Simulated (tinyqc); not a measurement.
Worked calculation (part 2 of 2): RKS/LDA (VWN5) in the 6-31g basis, for H3+, spin multiplicity 1. Computed by tinyqc, a small Python program that keeps every step (integrals from PySCF). Command: `OMP_NUM_THREADS=1 python tinyqc.py 28700 28701 out.jsonl` (the two numbers bound the seeds that draw the settings). One thread of a shared host (Intel(R) Xeon(R) Processor @ 2.60GHz), about 0.4 s of CPU time with the checks.

Geometry (angstrom):
```
atom         x         y          z
H     0.000000  0.000000   0.000000
H     0.000000  0.000000   1.071000
H     0.000000  1.070000  -0.043000
```

## Populations, bond orders and dipole

D after iteration 7, lower triangle:
```
          1H 1s     1H 2s     2H 1s     2H 2s     3H 1s     3H 2s
1H 1s  0.197844
1H 2s  0.142251  0.102279
2H 1s  0.160366  0.115304  0.129989
2H 2s  0.113814  0.081833  0.092254  0.065474
3H 1s  0.160264  0.115231  0.129906  0.092196  0.129823
3H 2s  0.113681  0.081737  0.092146  0.065397  0.092088  0.065321
```

overlap S, lower triangle:
```
          1H 1s     1H 2s     2H 1s     2H 2s     3H 1s     3H 2s
1H 1s  1.000000
1H 2s  0.658292  1.000000
2H 1s  0.210388  0.384289  1.000000
2H 2s  0.384289  0.718701  0.658292  1.000000
3H 1s  0.210466  0.384342  0.046440  0.215091  1.000000
3H 2s  0.384342  0.718762  0.215091  0.503054  0.658292  1.000000
```

Mulliken: Z minus the diagonal of D S on the atom; Loewdin: the same with S^(1/2) D S^(1/2); Mayer order: 2 sum_s sum (D(s) S)_ij (D(s) S)_ji over the two atoms.

Charges (e):
```
atom  Mulliken   Loewdin
1H    0.151532  0.162062
2H    0.423895  0.418690
3H    0.424573  0.419248
```

Mayer bond orders:
```
pair     order
2-1   0.488807
3-1   0.488232
3-2   0.331506
```

dipole moment about the origin, x y z (debye): 0.000000  2.180105  2.091187
